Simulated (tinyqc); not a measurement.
Field from the level spacing.

Question. In a triangular well E_k = a_k (C F^2/mz1)^(1/3), a_1 = 2.338107, a_2 = 4.087949, C = hbar^2/(2 m0), F in eV/nm (1 MV/cm = 0.1 eV/nm). Find F, E_1, the mean distance 2 E_1/(3 F) of the lowest level and the sheet charge eps0 eps_r F/q behind such a field.

Values chosen for this exercise: relative permittivity eps_r = 11.9; mass along z of valley set A (2 valley(s)) mz1 = 0.934 m0.

Constants: q = 1.602176634e-19 C, hbar = 1.054571817e-34 J s, m0 = 9.1093837015e-31 kg, eps0 = 8.8541878128e-14 F/cm where lengths are in cm, hbar^2/(2 m0) = 0.0380998212 eV nm^2. Results are converted to the units shown.

spacing of the two lowest levels = 120.97228 meV

Answer. The spacing over a_2 - a_1 is the energy scale (C F^2/mz1)^(1/3), which gives F.

F = 0.900 MV/cm
E_1 = 162 meV
mean distance = 1.20 nm
sheet charge over q = 5.92e12 cm^-2

Program tinyqc, `OMP_NUM_THREADS=1 python tinyqc.py 2160003 2160004 out.jsonl`; Intel Xeon 2.30GHz, shared host, one thread, about 0.7 s.
